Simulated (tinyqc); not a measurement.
Deformation-potential model of the Delta valleys of a conduction band: one step. Piezoresistance from repopulation. Four cases, with inputs chosen for the exercise.

Task: For small stress d(rho)/rho = pi X. For valleys on the cube axes pi11 = -(2/3) Xu (s11 - s12)/kT x (K - 1)/(2K + 1), pi12 = -pi11/2, pi44 = 0, K = ml/mt. For stress along [110]: pi_l = (pi11 + pi12 + pi44)/2 with the current along it and pi_t = (pi11 + pi12 - pi44)/2 with the current along [1-10]. 1/GPa = 100 x 1e-11/Pa.

Constants: kB = 8.617333262e-05 eV/K.

Case 1.

Values chosen (near those of Si; the results hold for these values, not for the real material): ml = 0.896 m0 (longitudinal mass); mt = 0.19 m0 (transverse mass); Xu = 8.98 eV (uniaxial potential); T = 300 K (temperature).

s11, s12, s44 (1/TPa): 7.644056  -2.112042  12.562814

Case 2.

Values chosen (near those of Si; the results hold for these values, not for the real material): ml = 0.903 m0 (longitudinal mass); mt = 0.194 m0 (transverse mass); Xu = 9.4 eV (uniaxial potential); T = 300 K (temperature).

s11, s12, s44 (1/TPa): 7.650798  -2.114827  12.642225

Case 3.

Values chosen (near those of Si; the results hold for these values, not for the real material): ml = 0.951 m0 (longitudinal mass); mt = 0.197 m0 (transverse mass); Xu = 9.46 eV (uniaxial potential); T = 200 K (temperature).

s11, s12, s44 (1/TPa): 8.164935  -2.306269  13.262599

Case 4.

Values chosen (near those of Si; the results hold for these values, not for the real material): ml = 0.891 m0 (longitudinal mass); mt = 0.195 m0 (transverse mass); Xu = 8.75 eV (uniaxial potential); T = 300 K (temperature).

s11, s12, s44 (1/TPa): 7.576157  -2.029991  12.547051

Give: K; pi11, pi12, pi44; pi_l, pi_t for [110].

Result:

Case 1.

K = 4.716

pi11, pi12, pi44 (1e-11/Pa): -80.5  40.2  0.0

pi_l, pi_t for [110] (1e-11/Pa): -20.1  -20.1

Case 2.

K = 4.655

pi11, pi12, pi44 (1e-11/Pa): -83.9  42.0  0.0

pi_l, pi_t for [110] (1e-11/Pa): -21.0  -21.0

Case 3.

K = 4.827

pi11, pi12, pi44 (1e-11/Pa): -137.6  68.8  0.0

pi_l, pi_t for [110] (1e-11/Pa): -34.4  -34.4

Case 4.

K = 4.569

pi11, pi12, pi44 (1e-11/Pa): -76.3  38.2  0.0

pi_l, pi_t for [110] (1e-11/Pa): -19.1  -19.1

Only the transfer between valleys is counted; changes of mass and of intervalley scattering add to it in a real crystal.

Computed by tinyqc, one run a case: `OMP_NUM_THREADS=1 python tinyqc.py N N+1 out.jsonl` with N = 1051120, 1051133, 1051557, 1080434; one thread of a shared Intel(R) Xeon(R) Processor @ 2.30GHz, about 0.03 s a run at most.
